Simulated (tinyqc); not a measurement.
## Depth and level of a trap from the time ratio

Inverse problem. For an oxide trap tc/te = exp(E/Vt) with E = E0 - dpsi - (xt/tox)(Vg - VT - dpsi), dpsi being the rise of the surface potential above its value at threshold. Find xt and E0, and the depth that would be read if dpsi were ignored.

Values chosen for this exercise: temperature T = 350 K; insulator thickness tox = 4.2 nm.

Constants: q = 1.602176634e-19 C, kB = 1.380649e-23 J/K, Vt = kB T/q. Results are converted to the units shown.

Vg - VT (V): [0.84, 0.99]
tc/te: [1.7399780, 0.32972287]
dpsi (V): [0.10615114, 0.11156760]

Answer. E + dpsi is a straight line in the oxide voltage Vg - VT - dpsi with slope -xt/tox and intercept E0. Ignoring dpsi assigns the motion of the bands to the trap and overstates its depth.

xt = 1.300 nm
E0 = 0.3500 eV
depth read without dpsi = 1.405 nm

Program tinyqc, `OMP_NUM_THREADS=1 python tinyqc.py 2710056 2710057 out.jsonl`; Intel Xeon 2.30GHz, shared host, one thread, about 0.01 s.
